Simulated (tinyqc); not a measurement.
Fully depleted semiconductor-on-insulator film with two gates, non-linear Poisson equation by Newton steps: one step of the calculation.

One dimension across the film, front interface at x = 0, back interface at x = ts. psi is counted from the intrinsic level, n = ni exp(psi/Vt) (source grounded), holes neglected, acceptors ionised. Gates act through Cox = eps0 eox/tox and Cbox = 3.9 eps0/tb with potentials G1 = Vg - (phiM - chi - Vt ln(Nc/ni)) and G2 = Vb - (phiB - chi - Vt ln(Nc/ni)). Classical Boltzmann densities, no interface charge, no depletion in the back plane.

Task. Newton step. Solve a d_(i-1) + b_i d_i + a d_(i+1) = -F_i for all nodes. If the largest |d| exceeds 4 Vt, the whole step is scaled down so that it equals 4 Vt.

Parameters, values chosen for the exercise: temperature T = 300 K.

Constants: q = 1.602176634e-19 C, kB = 1.380649e-23 J/K, Vt = kB T/q. Results are converted to the units shown.

a = 5.6258147 uF/cm^2

```
node  diagonal b (F/cm^2)  residual F (C/cm^2)  psi after iteration 1 (V)
0           -7.0646271e-6         1.5242414e-7                 0.18676241
1           -1.1251644e-5        -1.0057982e-9                 0.18874035
2           -1.1251645e-5        -1.0058298e-9                 0.19085162
3           -1.1251647e-5        -1.0058663e-9                 0.19309623
4           -1.1251649e-5        -1.0059087e-9                 0.19547417
5           -1.1251651e-5        -1.0059581e-9                 0.19798544
6           -1.1251653e-5        -1.0060158e-9                 0.20063005
7           -5.8416486e-6         5.0866209e-8                 0.20340800
```

Wanted: Newton step d, before damping; psi after iteration 2.

Result.

```
node  Newton step d, before damping (V)  psi after iteration 2 (V)
0                                0.1163                     0.2735
1                                0.1189                     0.2775
2                                0.1218                     0.2817
3                                0.1248                     0.2862
4                                0.1280                     0.2909
5                                0.1313                     0.2960
6                                0.1349                     0.3013
7                                0.1386                     0.3068
```

Program tinyqc, `OMP_NUM_THREADS=1 python tinyqc.py 2190096 2190097 out.jsonl`; Intel Xeon 2.30GHz, shared host, one thread, about 0.4 s.
